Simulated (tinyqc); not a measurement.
What each parameter does: Shockley state of an s-p chain by decimation.

Each site has s at -d/2 and p at +d/2: H0 = diag(-d/2, d/2). The block to the next site on the right is H1 = [[-ts, u], [-u, tp]] (rows s, p of site n; columns s, p of site n + 1). Bulk: H(k) = [[-d/2 - 2 ts cos k, 2i u sin k], [-2i u sin k, d/2 + 2 tp cos k]]. The bands are inverted at k = pi if d < 2 (ts + tp).

Decimation (Sancho-Rubio) at z = E + i eta: start with es = e = H0, A = H1, B = H1^T. Each round forms g = (z - e)^-1 and sets es += A g B, e += A g B + B g A, A = A g A, B = B g B, doubling the length covered. Stop when all |A| < 1e-10. Surface G = (z - es)^-1, bulk G = (z - e)^-1; densities -Im tr G/pi.

Values chosen for the exercise:

| symbol | value | unit | meaning |
|---|---|---|---|
| d | 1.66 | eV | Ep - Es |
| ts | 1.37 | eV | s-s hopping |
| tp | 0.87 | eV | p-p hopping |
| u | 0.61 | eV | s-p hopping |
| E | 0.22 | eV | energy |
| eta | 0.05 | eV | broadening |

Gap edges from 201 k points between 0 and pi, and the surface density at E by decimation.

One parameter was then changed.

Results before and after:

| case | top of lower band (eV) | bottom of upper band (eV) | surface density (1/eV) |
|---|---|---|---|
| base | -0.7916 | 1.3184 | 3.4147 |
| changed | -0.8535 | 1.4315 | 3.4998 |

Which of these changes was made? (a) ts = 1.507 eV; (b) d = 1.826 eV; (c) u = 0.671 eV; (d) eta = 0.1 eV; (e) tp = 0.957 eV.

Answer: (c) u = 0.671 eV. Of the candidates, run in turn, only this one gives the changed row.

All candidates:

| case | top of lower band (eV) | bottom of upper band (eV) | surface density (1/eV) |
|---|---|---|---|
| base | -0.7916 | 1.3184 | 3.4147 |
| d = 1.826 eV | -0.7380 | 1.3175 | 4.4261 |
| ts = 1.507 eV | -0.7568 | 1.3607 | 5.0653 |
| tp = 0.957 eV | -0.8803 | 1.2867 | 1.6254 |
| u = 0.671 eV | -0.8535 | 1.4315 | 3.4998 |
| eta = 0.1 eV | -0.7916 | 1.3184 | 2.2681 |

The base chain is inverted, so a surface state lies in the gap; E lies in the gap.

Computed by tinyqc, a small Python program: `OMP_NUM_THREADS=1 python tinyqc.py 1481268 1481269 out.jsonl` (the numbers bound the seed that draws the inputs); one thread of a shared host (Intel(R) Xeon(R) Processor @ 2.30GHz), about 0.3 s for the whole set of steps.
